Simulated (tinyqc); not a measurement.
Worked calculation: two-valley model of the transferred-electron effect. Computed by tinyqc, a small Python program that keeps every step. Command: `OMP_NUM_THREADS=1 python tinyqc.py 3018552 3018553 out.jsonl gunn walk`. One thread of a shared host (Intel(R) Xeon(R) Processor @ 2.30GHz), about 0.01 s of CPU time with the checks. Intermediate numbers are printed to about 5 digits and carried at full precision; extremes and crossings named in words are read from the listed rows.

Both kinds of valley share one electron temperature T_e, and each has a constant mobility.

Inputs (values chosen for the exercise, modelled on GaSb):
```
quantity                       value        unit
central-valley mass m1          0.04         m_0
satellite-valley mass m2        0.22         m_0
satellite valleys Z                4           -
valley separation dE            0.08          eV
central-valley mobility mu1     5100  cm^2/(V s)
satellite-valley mobility mu2    570  cm^2/(V s)
energy relaxation time tau_E    0.93          ps
lattice temperature T            300           K
electric field F                 6.7       kV/cm
mixing                          0.05           -
iteration cap                    600           -
```

Solver: damped fixed point.

Constants: k_B = 8.617333262e-05 eV/K.

## Equilibrium

Density-of-states ratio R = Z (m2/m1)^(3/2); n2/n1 = R exp(-dE/(k_B T_e)); mean mobility mu = (mu1 + mu2 n2/n1)/(1 + n2/n1); energy balance e mu F^2 = (3/2) k_B (T_e - T)/tau_E; v = mu F.

R = 51.595

n2/n1 without field = 2.3370

low-field mobility = 1927.5 cm^2/(V s)

dE is 3.1 k_B T, so part of the electrons sit in the satellites even without field.

## First two iterations

Fixed point from T_e = T: T_out = T + (2/3) e mu(T_e) F^2 tau_E/k_B, T_new = T_e + mixing (T_out - T_e); stop when |T_out - T_e| is below 1e-6 K.

T_out of iteration 1 = 922.53 K

T_e after iteration 1 = 331.13 K

mu at that T_e = 1667.9 cm^2/(V s)

T_e after iteration 2 = 356.50 K

## Electron temperature

The formulas are those given above.

Course of the iteration:
```
iteration  T_e (K)  mu (cm^2/(V s))  |T_out - T_e| (K)
1           300.00           1927.5         6.2253e+02
2           331.13           1667.9         5.0756e+02
3           356.50           1510.5         4.3135e+02
4           378.07           1404.6         3.7558e+02
5           396.85           1328.4         3.3218e+02
6           413.46           1270.9         2.9700e+02
7           428.31           1226.0         2.6765e+02
...            ...              ...                ...
290         604.84            943.8         1.4400e-06
291         604.84            943.8         1.3478e-06
292         604.84            943.8         1.2614e-06
293         604.84            943.8         1.1806e-06
294         604.84            943.8         1.1050e-06
295         604.84            943.8         1.0342e-06
296         604.84            943.8         9.6799e-07
```

electron temperature T_e = 604.84 K

Converged in 296 iterations.

## Velocity

The formulas are those given above.

share in the satellites = 91.747 %

mean mobility = 943.84 cm^2/(V s)

drift velocity = 0.63237 1e7 cm/s

## Velocity against field

The formulas are those given above.

The curve:
```
F (kV/cm)  T_e (K)  share in the satellites (%)  v (1e7 cm/s)  low-field line (1e7 cm/s)
0.67           306                       71.299        0.1253                      0.129
1.70           334                       76.239        0.2799                      0.328
3.40           407                       84.084        0.4389                      0.655
4.70           477                       88.038        0.5226                      0.906
6.70           605                       91.747        0.6324                      1.291
9.40           825                       94.363        0.7758                      1.812
13.00         1213                       96.001        0.9765                      2.506
20.00         2308                       97.184        1.3952                      3.855
34.00         5877                       97.781        2.2798                      6.553
67.00        21611                       98.017        4.4209                     12.914
```

v rises in every row; the share in the slow valleys goes from 71 to 98 %, too gradually against the field for a falling branch among these rows. With constant mobilities n2/n1 tends to R and v ends on the line (mu1 + R mu2) F/(1 + R), a mobility of 656; real satellites saturate instead. Rows with T_e above 3000 K lie outside the range of a Maxwellian in parabolic valleys.

Checks made by the program: field recovered from T_e by the energy balance (relative difference 1e-09).
